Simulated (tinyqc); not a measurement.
Square on-chip spiral inductor, lumped pi model: one step of the calculation.

Outer diameter do = di + 2 n wd + 2 (n - 1) sp, mean da = (do + di)/2, fill p = (do - di)/(do + di), length l = 4 n da. L = 2.34 mu0 n^2 da/(1 + 2.75 p), mu0 = 4 pi 1e-7 H/m. Rs = rho l/(wd delta (1 - exp(-th/delta))), delta = sqrt(rho/(pi f mu0)). Cs = n wd^2 eps0 eo/hu across the coil. At each end Cox = l wd eps0 eo/(2 ho) leads to the substrate branch Rsi = 2 rs he/(l wd) in parallel with Csi = l wd eps0 11.7/(2 he). With one end grounded Y = 1/(Rs + i w L) + i w Cs + 1/[1/(i w Cox) + 1/(1/Rsi + i w Csi)], w = 2 pi f; Q = -Im Y/Re Y. Eddy currents in neighbouring turns and in the substrate are left out.

Question. Geometry and model elements. do, l, L, delta, Rs, Cs, Cox, Rsi and Csi as defined.

Parameters, values chosen for the exercise; values of the order met in silicon radio-frequency processes:
- n = 6.5 (number of turns)
- wd = 6 um (line width)
- sp = 1.5 um (space between turns)
- di = 40 um (inner diameter)
- th = 4 um (metal thickness)
- rho = 2.2 uohm cm (metal resistivity)
- ho = 3.1 um (oxide below the coil)
- hu = 1.4 um (oxide between coil and underpass)
- eo = 4.1 (relative permittivity of the oxide)
- rs = 10 ohm cm (substrate resistivity)
- he = 50 um (effective spreading depth in the substrate)
- f = 2.2 GHz (frequency)

Constants: eps0 = 8.8541878128e-12 F/m. Results are converted to the units shown.

Wanted: do; l; L; delta; Rs; Cs; Cox; Rsi; Csi.

Answer.

do = 134.50 um
l = 2268.5 um
L = 4.3546 nH
delta = 1.5915 um
Rs = 5.6869 ohm
Cs = 6.0676 fF
Cox = 79.695 fF
Rsi = 734.70 ohm
Csi = 14.100 fF

tinyqc, about 0.01 s, one thread, Intel Xeon 2.30GHz (shared host): `OMP_NUM_THREADS=1 python tinyqc.py 2302032 2302033 out.jsonl`
